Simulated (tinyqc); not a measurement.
Read current of a NAND string, cells in series solved by shooting: one step of the calculation.

Cells in series, numbered from 0 at the source line (0 V) to the bit line, each followed by a gap resistance Rg. A cell with gate Vg, threshold VT, source Vs and drain Vd passes I = 2 nf K Vt^2 [F(Vs) - F(Vd)]/(1 + th max(Vg - VT, 0)), F(V) = ln^2(1 + exp((Vg - VT - nf V)/(2 nf Vt))). The selected cell has Vg = Vr, the others Vg = Vp.

Problem. Node voltages for a trial current. For a trial current I start at 0 V and, cell by cell (the selected one is cell 1), solve for the drain: sqrt(F(Vd)) = sqrt(F(Vs) - I/k), k = 2 nf K Vt^2/(1 + th max(Vg - VT, 0)), Vd = [Vg - VT - 2 nf Vt ln(exp(sqrt F) - 1)]/nf, then add I Rg.

Values chosen for this exercise; values of the order met in vertical NAND strings:
- T = 358 K (temperature)
- K = 5.3 uA/V^2 (gain factor of a cell)
- nf = 1.3 (slope factor)
- th = 0.08 1/V (mobility reduction factor)
- Rg = 4.9 kohm (resistance of the gap between cells)
- Vbl = 0.7 V (bit-line voltage)
- Vp = 7.6 V (pass voltage)
- Vr = 3.64 V (read voltage on the selected word line)

Constants: q = 1.602176634e-19 C, kB = 1.380649e-23 J/K, Vt = kB T/q. Results are converted to the units shown.

second trial current = 1.4 uA
thresholds from the source end, cell 0 to 5 (V): [3.6, 1.8, 3.6, 3.6, 3.6, -2.4]

Wanted: node voltage after each cell and gap, trial 2.

Solution.

node voltage after each cell and gap, trial 2, cell 0 to 5 (V): [0.095301, 0.29246, 0.39737, 0.50627, 0.61968, 0.67844]

Computed by the program tinyqc: `OMP_NUM_THREADS=1 python tinyqc.py 2142253 2142254 out.jsonl`, one thread of a shared Intel Xeon 2.30GHz, about 0.4 s for the whole run.
